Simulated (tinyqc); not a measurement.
Schottky emission and Poole-Frenkel conduction in an insulator, and how to tell them apart: two steps of the calculation.

Schottky emission (electrode-limited): J = As T^2 exp[-(pb - b sqrt(F))/Vt], b = sqrt(q/(4 pi eps0 ei)). Poole-Frenkel emission (bulk-limited): J = s0 F exp[-(pt - 2 b sqrt(F))/Vt]. F in V/cm.

Values chosen for this exercise; dielectric values close to those of silicon nitride:
```
symbol,value,unit,meaning
T,300,K,temperature
ei,4.14,,high-frequency relative permittivity
es,7.83,,static relative permittivity
pt,1.25,eV,trap depth
s0,0.42,S/cm,Poole-Frenkel prefactor
pb,1.58,eV,electrode barrier
As,15,A/(cm^2 K^2),Richardson constant
F,0.9,MV/cm,field
```

Constants: q = 1.602176634e-19 C, kB = 1.380649e-23 J/K, Vt = kB T/q, eps0 = 8.8541878128e-14 F/cm where lengths are in cm. Results are converted to the units shown.

Problem 1. Both currents at one field. Lowerings b sqrt(F) and 2 b sqrt(F); the image-force maximum lies at sqrt(q/(16 pi eps0 ei F)) from the electrode.

Give: Schottky lowering; position of the barrier top; Poole-Frenkel lowering; J, Schottky; J, Poole-Frenkel.

Solution 1.

Schottky lowering = 176.93 meV
position of the barrier top = 0.98293 nm
Poole-Frenkel lowering = 353.86 meV
J, Schottky = 3.6288e-18 A/cm^2
J, Poole-Frenkel = 3.3338e-10 A/cm^2

Injection and bulk transport act in series, so the smaller capacity limits the current: here the electrode, by a factor of 9.19e7.

Problem 2. Which mechanism made these data. The data come from another sample of the same dielectric, in which one mechanism alone limits the current. Fit straight lines by least squares: ln J on sqrt(F) (Schottky plot, slope b/Vt) and ln(J/F) on sqrt(F) (Poole-Frenkel plot, slope 2 b/Vt), F in V/cm, and read a permittivity from each slope. The right mechanism gives a value near ei, and in any case between ei and es.

| point | F (MV/cm) | J (A/cm^2) |
|---|---|---|
| 0 | 1.12 | 1.04e-16 |
| 1 | 1.97 | 1.256e-15 |
| 2 | 2.81 | 8.982e-15 |
| 3 | 3.66 | 4.958e-14 |
| 4 | 4.5 | 2.227e-13 |

Give: slope of the Schottky plot; permittivity read as Schottky; slope of the Poole-Frenkel plot; permittivity read as Poole-Frenkel.

Solution 2.

slope of the Schottky plot = 0.007214 (cm/V)^0.5
permittivity read as Schottky = 4.140
slope of the Poole-Frenkel plot = 0.005911 (cm/V)^0.5
permittivity read as Poole-Frenkel = 24.67

Both plots are nearly straight, so straightness decides nothing. Read as Schottky the data give 4.14, which matches ei = 4.14; read as Poole-Frenkel they give 24.7, above even the static value 7.83. The data were made by Schottky emission.

Numbers from tinyqc (`OMP_NUM_THREADS=1 python tinyqc.py 2370058 2370059 out.jsonl`; about 0.01 s on one thread of a shared Intel Xeon 2.30GHz).
